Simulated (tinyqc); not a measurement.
Inside a calculation. Method: Hueckel theory of the pi electrons, for the molecule c1ccc(-c2ccccc2)cc1 (SMILES; centres numbered as the heavy atoms are written). One step of it, computed by the program tinyqc.

Task: Energy, charges, bond orders. E = sum n x; q_r = z_r - P_rr; bond order p = P_rs; free valence = sqrt(3) - sum of p over the bonds of the atom.

x values: 2.278414  1.891220  1.317431  1.000000  1.000000  0.704624  -0.704624  -1.000000  -1.000000  -1.317431  -1.891220  -2.278414

occupations: 2.000000  2.000000  2.000000  2.000000  2.000000  2.000000  0.000000  0.000000  0.000000  0.000000  0.000000  0.000000

charge and bond-order matrix P:
```
,1C,2C,3C,4C,5C,6C,7C,8C,9C,10C,11C,12C
1C,1.000000,0.660128,0.000000,-0.306900,0.000000,0.112086,0.000000,-0.095646,0.000000,0.112086,0.000000,0.660128
2C,0.660128,1.000000,0.676614,0.000000,-0.041365,0.000000,0.008220,0.000000,0.008220,0.000000,-0.323386,0.000000
3C,0.000000,0.676614,1.000000,0.618763,0.000000,-0.145230,0.000000,0.112086,0.000000,-0.145230,0.000000,-0.323386
4C,-0.306900,0.000000,0.618763,1.000000,0.369667,0.000000,-0.041365,0.000000,-0.041365,0.000000,0.618763,0.000000
5C,0.000000,-0.041365,0.000000,0.369667,1.000000,0.618763,0.000000,-0.306900,0.000000,0.618763,0.000000,-0.041365
6C,0.112086,0.000000,-0.145230,0.000000,0.618763,1.000000,0.676614,0.000000,-0.323386,0.000000,-0.145230,0.000000
7C,0.000000,0.008220,0.000000,-0.041365,0.000000,0.676614,1.000000,0.660128,0.000000,-0.323386,0.000000,0.008220
8C,-0.095646,0.000000,0.112086,0.000000,-0.306900,0.000000,0.660128,1.000000,0.660128,0.000000,0.112086,0.000000
9C,0.000000,0.008220,0.000000,-0.041365,0.000000,-0.323386,0.000000,0.660128,1.000000,0.676614,0.000000,0.008220
10C,0.112086,0.000000,-0.145230,0.000000,0.618763,0.000000,-0.323386,0.000000,0.676614,1.000000,-0.145230,0.000000
11C,0.000000,-0.323386,0.000000,0.618763,0.000000,-0.145230,0.000000,0.112086,0.000000,-0.145230,1.000000,0.676614
12C,0.660128,0.000000,-0.323386,0.000000,-0.041365,0.000000,0.008220,0.000000,0.008220,0.000000,0.676614,1.000000
```

Centres:
```
centre,"z_r, pi electrons of the neutral centre",h
1C,1,0.000000
2C,1,0.000000
3C,1,0.000000
4C,1,0.000000
5C,1,0.000000
6C,1,0.000000
7C,1,0.000000
8C,1,0.000000
9C,1,0.000000
10C,1,0.000000
11C,1,0.000000
12C,1,0.000000
```

Bonds:
```
i,j,k
1,2,1
2,3,1
3,4,1
4,5,1
5,6,1
6,7,1
7,8,1
8,9,1
9,10,1
4,11,1
11,12,1
12,1,1
10,5,1
```

Give: pi energy = 12 alpha + this times beta; pi charges; Bond orders and lengths from R = 1.517 - 0.180 p; free valence of the carbons; gap between the highest filled and the next level.

Result:

pi energy = 12 alpha + this times beta = 16.383

pi charges: 1C 0.000, 2C 0.000, 3C 0.000, 4C 0.000, 5C 0.000, 6C 0.000, 7C 0.000, 8C 0.000, 9C 0.000, 10C 0.000, 11C 0.000, 12C 0.000

Bond orders and lengths from R = 1.517 - 0.180 p (angstrom, C-C alone):
```
bond,p,R
1-2,0.660,1.398
2-3,0.677,1.395
3-4,0.619,1.406
4-5,0.370,1.450
5-6,0.619,1.406
6-7,0.677,1.395
7-8,0.660,1.398
8-9,0.660,1.398
9-10,0.677,1.395
4-11,0.619,1.406
11-12,0.677,1.395
12-1,0.660,1.398
10-5,0.619,1.406
```

free valence of the carbons: 1C 0.412, 2C 0.395, 3C 0.437, 4C 0.125, 5C 0.125, 6C 0.437, 7C 0.395, 8C 0.412, 9C 0.395, 10C 0.437, 11C 0.437, 12C 0.395

gap between the highest filled and the next level = 1.409 |beta|
